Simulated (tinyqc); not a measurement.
Inside a calculation. Model: diffused layer (Gaussian), carriers, mobility and sheet resistance.

Computed by the program tinyqc: `OMP_NUM_THREADS=1 python tinyqc.py 2110027 2110028 out.jsonl`, one thread of a shared Intel Xeon 2.30GHz, about 0.01 s for the whole run. Printed values are rounded.

An n-type layer from the surface x = 0 to the junction xj, N(x) = N0 exp(-(x/Ld)^2). Local neutrality (no depletion at surface or junction, no spilling of carriers), intrinsic carriers neglected, full ionisation of active dopants.

Inputs (values chosen for the exercise); values close to those of arsenic in silicon over a p-type background: temperature T = 300 K; background doping of the opposite type Nb = 5.9e16 cm^-3; peak chemical concentration N0 = 4.5e18 cm^-3; mobility limit at high doping m1 = 53.2 cm^2/(V s); mobility limit at low doping, at 300 K m2 = 1460 cm^2/(V s); reference doping of the mobility law Nr = 9.46e16 cm^-3; exponent of the mobility law am = 0.705; temperature exponent of m2 bt = 2.3; solubility limit of active dopant Ns = 1.97e20 cm^-3; diffusion length 2 sqrt(D t) Ld = 51 nm.

Constants: q = 1.602176634e-19 C. Results are converted to the units shown.

## Junction depth and local values

xj = Ld sqrt(ln(N0/Nb)); 11 equal steps from 0 to xj. Active dopant A = min(N, Ns); n = A - Nb; mobility mu = m1 + (m2 (T/300 K)^(-bt) - m1)/(1 + ((A + Nb)/Nr)^am).

xj = 106.1767 nm
x, point 0 to 11 (nm): [0.0000, 9.6524, 19.3049, 28.9573, 38.6097, 48.2622, 57.9146, 67.5670, 77.2195, 86.8719, 96.5243, 106.1767]
N, point 0 to 11 (cm^-3): [4.5e18, 4.341660e18, 3.899292e18, 3.259885e18, 2.536912e18, 1.837786e18, 1.239286e18, 7.779188e17, 4.545523e17, 2.472407e17, 1.251822e17, 5.9e16]
A, point 0 to 11 (cm^-3): [4.5e18, 4.341660e18, 3.899292e18, 3.259885e18, 2.536912e18, 1.837786e18, 1.239286e18, 7.779188e17, 4.545523e17, 2.472407e17, 1.251822e17, 5.9e16]
n, point 0 to 11 (in units of 1e18 cm^-3): [4.441000, 4.282660, 3.840292, 3.200885, 2.477912, 1.778786, 1.180286, 0.718919, 0.395552, 0.188241, 0.066182, 0.000000]
mu, point 0 to 11 (cm^2/(V s)): [139.1700, 141.2037, 147.5705, 159.1117, 177.3735, 204.8044, 244.9256, 302.1744, 380.6838, 480.9115, 594.3717, 701.9073]

The mobility runs from 139 to 702 cm^2/(V s).

## Sheet quantities by the trapezoid rule

Dose = integral of N, carrier sheet density = integral of n, 1/Rs = q integral of n mu, mean mobility 1/(q Rs sheet density), Hall mobility (unit Hall factor) = integral of n mu^2 over integral of n mu, Hall sheet density = (integral of n mu)^2/integral of n mu^2; all from 0 to xj.

dose = 2.0269e13 cm^-2
carrier sheet density = 1.9643e13 cm^-2
Rs = 1806.0 ohm/square
mean mobility = 175.94 cm^2/(V s)
Hall mobility = 197.28 cm^2/(V s)
Hall sheet density = 1.7518e13 cm^-2

Carriers make up 96.9 % of the dose. A Hall measurement weights the mobile tail, so its sheet density is 11 % below the true one. With 4000 steps Rs = 1805 ohm/square; the coarse value is 0.076 % above it.
